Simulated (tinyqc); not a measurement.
Lattice vibrations of a chain, step by step. One step of it, computed by the program tinyqc.

Problem. Dynamical matrix at q = 0.13. q is in units of 2 pi/a. A spring k from atom i to atom j, n cells on, adds k to Phi_ii and Phi_jj, -k exp(2 pi i q n) to Phi_ij and the conjugate to Phi_ji (for one atom a cell: 2k (1 - cos 2 pi q n)); D_ij = Phi_ij / sqrt(m_i m_j).

A chain moving along its axis:
```
atom,mass (u),spring to the next atom (eV/angstrom^2)
1,70.600000,28.200000
2,77.100000,7.100000
3,88.500000,23.300000
second neighbours,-,2.100000
```

Give: D(q).

Solution.

D(q) (eV/(angstrom^2 u)):
```
,1,2,3
1,0.7890,-0.4017+0.0207i,-0.2284+0.2149i
2,-0.4017-0.0207i,0.5123,-0.1034+0.0185i
3,-0.2284-0.2149i,-0.1034-0.0185i,0.3910
```
